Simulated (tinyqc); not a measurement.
# Double-gate transistor below threshold, two-dimensional Poisson equation on a small mesh: several studies

Half of a symmetric double-gate structure: row 0 is the mid-plane of the body, where the normal field vanishes. Mobile charge is neglected (subthreshold), the body is fully depleted, and potentials are counted from the intrinsic level; rows run upward to the gate, columns from source to drain.

Inputs (values chosen for the exercise); semiconductor permittivity close to that of silicon: temperature T = 350 K; relative permittivity of the semiconductor eps_r = 11.9; relative permittivity of the insulator eox = 9; half the body thickness tb = 3 nm; insulator thickness tox = 1.8 nm; channel length L = 21 nm; acceptor density of the depleted body Na = 1.6e18 cm^-3; potential of the source Vbi = 0.59 V; gate offset Vfb = 0 V; gate voltage Vg = 0.05 V; drain voltage Vd = 0.05 V.

Constants: q = 1.602176634e-19 C, kB = 1.380649e-23 J/K, Vt = kB T/q, eps0 = 8.8541878128e-14 F/cm where lengths are in cm. Results are converted to the units shown.

Each table varies one quantity; the others keep the values above.

## Effect of the relative permittivity of the insulator

Mesh: rows i = 0..12 in the semiconductor (step hs = tb/12, row 12 on the interface), then 8 step(s) ho = tox/8 up to the gate row 20; columns j = 0..80 (step hy = L/80). Box integration, divided by eps0: up_i = eps hy/h of the interval above row i, dn_i = that of the interval below (0 for row 0), lat_i = (sum of eps h/2 over the intervals above and below)/hy, s_i = -q Na w_i hy/eps0 with w_i the semiconductor height of the box (hs/2 for row 0 and the interface row, hs between, 0 in the insulator). Each free node obeys (up + dn + 2 lat) psi = up psi(above) + dn psi(below) + lat [psi(left) + psi(right)] + s. Fixed values: gate row Vg - Vfb; column 0 at Vbi and the last column at Vbi + Vd in the semiconductor, each running linearly to Vg - Vfb across the insulator. The system is solved directly. On row 0 the minimum of psi and its place come from a parabola through the three lowest nodes; barrier = Vbi - minimum, swing = Vt ln 10/(d psi/dVg), DIBL = (d psi/dVd)/(d psi/dVg) there. Lambda = pi/k with k the smallest positive root of tan(k tox) tan(k tb) = eox/eps_r.

Effect of the relative permittivity of the insulator:
```
eox  L/Lambda  barrier (V)  place y/L  swing (mV/decade)  DIBL (mV/V)
3.9     1.477       0.4622     0.4910              88.00        127.9
5.9     1.733       0.4900     0.4922              81.36        82.09
8.8     1.991       0.5089     0.4932              77.30        54.15
13      2.244       0.5212     0.4939              74.81        36.95
20      2.509       0.5297     0.4945              73.12        25.28
30      2.732       0.5346     0.4949              72.15        18.64
```

What does the comparison show?

As eox goes from 3.9 to 30, the barrier rises from 0.462 to 0.535 V, the swing falls from 88.0 to 72.2 mV a decade and DIBL falls from 128 to 18.6 mV/V; the ideal swing is 69.4. L/Lambda goes from 1.5 to 2.7.

## Effect of the insulator thickness

Same model as above.

Effect of the insulator thickness:
```
tox (nm)  L/Lambda  barrier (V)  place y/L  swing (mV/decade)  DIBL (mV/V)
0.72         2.669       0.5363     0.4948              72.14        18.52
0.99         2.460       0.5309     0.4944              73.18        25.70
1.4          2.204       0.5209     0.4938              75.03        38.49
1.9          1.963       0.5068     0.4931              77.69        56.81
2.6          1.710       0.4847     0.4921              82.04        86.77
3.6          1.451       0.4512     0.4907              89.32        136.9
```

As tox goes from 0.72 to 3.6 nm, the barrier falls from 0.536 to 0.451 V, the swing rises from 72.1 to 89.3 mV a decade and DIBL rises from 18.5 to 137 mV/V; the ideal swing is 69.4. L/Lambda goes from 2.7 to 1.5.

## Effect of half the body thickness

Same model as above.

Results:
```
tb (nm)  L/Lambda  barrier (V)  place y/L  swing (mV/decade)  DIBL (mV/V)
1.2         3.203       0.5406     0.4957              70.44        6.858
1.6         2.816       0.5371     0.4951              71.35        13.07
2.1         2.455       0.5298     0.4944              72.94        24.07
2.8         2.090       0.5148     0.4935              76.05        45.52
4.8         1.480       0.4535     0.4910              90.53        145.3
```

Estimate the missing row, tb = 3.6 nm.

Computed row:
```
tb (nm)  L/Lambda  barrier (V)  place y/L  swing (mV/decade)  DIBL (mV/V)
3.6         1.792       0.4927     0.4925              80.85        78.57
```

With this row back in the table: As tb goes from 1.2 to 4.8 nm, the barrier falls from 0.541 to 0.454 V, the swing rises from 70.4 to 90.5 mV a decade and DIBL rises from 6.86 to 145 mV/V; the ideal swing is 69.4. L/Lambda goes from 3.2 to 1.5. For tb = 1.2 to 2.1 nm the body is under 5 nm thick, where quantum confinement matters.

Numbers from tinyqc (`OMP_NUM_THREADS=1 python tinyqc.py 2480039 2480040 out.jsonl`; about 0.09 s on one thread of a shared Intel Xeon 2.30GHz).
